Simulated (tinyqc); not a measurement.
Length offset and series resistance from crossing lines.

Question. R_total = Rs + k (L - dL)/Vo with constant Rs, dL and k. Find k, dL and Rs.

R_total at (L, Vo) = (30, 0.32), (90, 0.32), (30, 0.82) and (90, 0.82), L in nm and Vo in V (ohm um): 443.93750  1212.6875  283  583

Solution. At each overdrive R is a straight line in L with slope k/Vo; the two lines cross at L = dL, R = Rs.

k = 4.10 ohm um V/nm
dL = 9.40 nm
Rs = 180 ohm um

Program tinyqc, `OMP_NUM_THREADS=1 python tinyqc.py 2282031 2282032 out.jsonl`; Intel Xeon 2.30GHz, shared host, one thread, about 0.05 s.
